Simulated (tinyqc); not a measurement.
Inside a calculation: valley splitting in a one-orbital chain of atomic planes (second-neighbour model). Values are carried at full precision from step to step, so a last printed digit may differ when a step is redone from the rounded ones.

Each (001) plane carries one orbital with energy e0, hopping v to the next plane and u to the second: E(phi) = e0 + 2 v cos(phi) + 2 u cos(2 phi), where phi = pi - k a/4 (the sign of every second orbital is chosen so that v > 0, which shifts the phase by pi). The minimum lies at cos(phi0) = -v/(4u), phi0 = pi - (pi/2) k0 for a valley at k0 (2 pi/a), and e0 puts it at zero. A slab of N planes has hard walls: the matrix simply ends.

Constants: hbar^2/2m0 = 3.80998211 eV angstrom^2.

Inputs chosen for the exercise (near those of the Delta valleys of silicon; abrupt walls in this chain split the valleys several times more than measured wells; the results hold for these values, not for the real material):
- a = 5.434 angstrom (lattice constant; planes lie a/4 apart)
- k0 = 0.817 2 pi/a (position of the valley)
- ml = 0.937 m0 (longitudinal mass)
- N = 8 (planes in the small slab)

## Hoppings from the valley position and mass

The curvature at the minimum is d2E/dphi2 = 8 u sin^2(phi0) = (2c/ml)/(a/4)^2 with c = hbar^2/2m0; v = -4 u cos(phi0); e0 = 2u + v^2/(4u).

phi0 = 1.85825 rad
u = 0.59896 eV
v = 0.67925 eV
e0 = 1.39049 eV

## The bulk band

E at phi = j pi/10.

Band:

| phi/pi | E (eV) |
|---|---|
| 0.0 | 3.9469 |
| 0.1 | 3.6516 |
| 0.2 | 2.8597 |
| 0.3 | 1.8188 |
| 0.4 | 0.8412 |
| 0.5 | 0.1926 |
| 0.6 | 0.0016 |
| 0.7 | 0.2218 |
| 0.8 | 0.6616 |
| 0.9 | 1.0676 |
| 1.0 | 1.2299 |

## Hamiltonian of the slab

e0 on the diagonal, v and u on the first and second off-diagonals.

H (eV):
```
        1       2       3       4       5       6       7       8
1  1.3905  0.6792  0.5990       0       0       0       0       0
2  0.6792  1.3905  0.6792  0.5990       0       0       0       0
3  0.5990  0.6792  1.3905  0.6792  0.5990       0       0       0
4       0  0.5990  0.6792  1.3905  0.6792  0.5990       0       0
5       0       0  0.5990  0.6792  1.3905  0.6792  0.5990       0
6       0       0       0  0.5990  0.6792  1.3905  0.6792  0.5990
7       0       0       0       0  0.5990  0.6792  1.3905  0.6792
8       0       0       0       0       0  0.5990  0.6792  1.3905
```

## Levels and the valley doublet

Diagonalise H. The two lowest levels are the doublet made from the valleys at +k0 and -k0; give their splitting, the weights of the lowest state, and its parity under reversal of the planes.

levels (eV): 0.2037  0.2131  0.6842  0.7897  1.1022  1.7297  2.7777  3.6237

splitting = 9.40 meV

weights on the planes: 0.088  0.004  0.268  0.140  0.140  0.268  0.004  0.088

parity of the lowest state: even

The mean of the doublet lies 0.2084 eV above the bulk minimum, and level 3 lies 0.4758 eV above that mean; the weights oscillate from plane to plane because the two valleys interfere.

## Checks

- Mean of the doublet for 400 planes against the effective-mass level with W = 402 a/4 (meV): both 0.1346.

Program tinyqc; command `OMP_NUM_THREADS=1 python tinyqc.py 1480157 1480158 out.jsonl`; about 0.01 s on one thread of a shared Intel(R) Xeon(R) Processor @ 2.30GHz.
